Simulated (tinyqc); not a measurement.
Time-dependent dielectric breakdown: cell percolation, Weibull statistics, area scaling and voltage extrapolation: one step, computed by the program tinyqc. Command: `OMP_NUM_THREADS=1 python tinyqc.py 3028363 3028364 out.jsonl tddb walk`. One thread of a shared host (Intel(R) Xeon(R) Processor @ 2.30GHz), about 0.01 s of CPU time with the checks.

The oxide is divided into columns of area a^2, each holding m = t_ox/a cells (m is taken as continuous). A share lambda(t) = (t/t_1)^alpha of the cells is defective, and a column whose cells are all defective breaks down.

Question. A sample of breakdown times. Each device fails at t = t63 (-ln(1 - u))^(1/beta). Sort the times; median rank F_i = (i - 0.3)/(n_s + 0.4) for n_s devices; W = ln(-ln(1 - F_i)).

characteristic life t63 = 8411.008 s

uniform random numbers u: 0.3907  0.0988  0.6494  0.7194  0.6578  0.3073  0.8110  0.4980  0.7795  0.2146

Weibull slope beta = 2.55

Give: Weibull plot.

Answer.

Weibull plot:

| i | t (s) | F_i | ln t | W |
|---|---|---|---|---|
| 1 | 3463 | 0.06731 | 8.1498 | -2.6638 |
| 2 | 4818 | 0.16346 | 8.4802 | -1.7233 |
| 3 | 5678 | 0.25962 | 8.6444 | -1.2020 |
| 4 | 6386 | 0.35577 | 8.7619 | -0.8217 |
| 5 | 7268 | 0.45192 | 8.8913 | -0.5086 |
| 6 | 8567 | 0.54808 | 9.0557 | -0.2304 |
| 7 | 8645 | 0.64423 | 9.0647 | 0.0329 |
| 8 | 9240 | 0.74038 | 9.1313 | 0.2990 |
| 9 | 9891 | 0.83654 | 9.1994 | 0.5940 |
| 10 | 10275 | 0.93269 | 9.2375 | 0.9927 |

Caution: t_1 is an input here; in a real oxide it changes with thickness at fixed voltage.
